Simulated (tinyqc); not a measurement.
What moves the magnetoresistance: exchange-split free-electron bands and tunnelling magnetoresistance.

Majority and minority bands E = c k^2/m -/+ Dx/2, c = hbar^2/2m0, so k_up = sqrt(m (EF + Dx/2)/c), k_dn = sqrt(m (EF - Dx/2)/c); n_s = k_s^3/(6 pi^2), D_s = m k_s/(4 pi^2 c).

Barrier: kappa = sqrt(mb phi/c), c = hbar^2/2m0. With a = k1/m, b = k2/m, w = kappa/mb, the transmission at normal incidence is T(k1, k2) = 4 a b w^2/[w^2 (a + b)^2 + (w^2 + a^2)(w^2 + b^2) sinh^2(kappa d)]. Parallel: G_P = T(up, up) + T(dn, dn); antiparallel: G_AP = 2 T(up, dn); TMR = (G_P - G_AP)/G_AP. Julliere: TMR = 2 P^2/(1 - P^2). Slonczewski factor: P_eff = P_k (w^2 - a_up a_dn)/(w^2 + a_up a_dn), P_k = (k_up - k_dn)/(k_up + k_dn).

Constants: hbar^2/2m0 = 3.80998211 eV angstrom^2.

Parameters, chosen for this exercise: EF = 4.37 eV (Fermi energy above the mean band bottom); Dx = 7.73 eV (exchange splitting); m = 0.83 m0 (mass in the electrodes); phi = 2.61 eV (barrier height above EF); mb = 0.66 m0 (mass in the barrier); d = 13.3 angstrom (barrier thickness).

All results formed anew. Each row changes one parameter from the base and keeps the others.

Results:

| case | P_k | P_eff | TMR (%) | G_P |
|---|---|---|---|---|
| base | 0.6030 | 0.1409 | 4.05 | 8.72e-08 |
| Dx = 8.117 eV | 0.6775 | 0.2297 | 11.14 | 7.67e-08 |
| EF = 4.807 eV | 0.5042 | 0.0348 | 0.24 | 1.02e-07 |
| phi = 3.393 eV | 0.6030 | 0.2130 | 9.51 | 7.11e-09 |
| mb = 0.528 m0 | 0.6030 | 0.2026 | 8.56 | 5.77e-07 |
| d = 15.3 angstrom | 0.6030 | 0.1409 | 4.05 | 5.92e-09 |
| m = 0.996 m0 | 0.6030 | 0.1916 | 7.62 | 8.73e-08 |

The largest shifts from the base row, up to three for each result and ties (the steps differ in size, so this ranks the rows, not the parameters). P_k: EF -0.0988, Dx +0.0745; unchanged at the printed digits by phi, mb, d and m. P_eff: EF -0.1060, Dx +0.0888, phi +0.0722; unchanged at the printed digits by d. TMR (%): Dx +7.09, phi +5.46, mb +4.51; unchanged at the printed digits by d. G_P: mb +4.89e-07, d -8.13e-08, phi -8.01e-08.

Computed by tinyqc, a small Python program: `OMP_NUM_THREADS=1 python tinyqc.py 1652248 1652249 out.jsonl` (the numbers bound the seed that draws the inputs); one thread of a shared host (Intel(R) Xeon(R) Processor @ 2.30GHz), about 0.01 s for the whole set of steps.
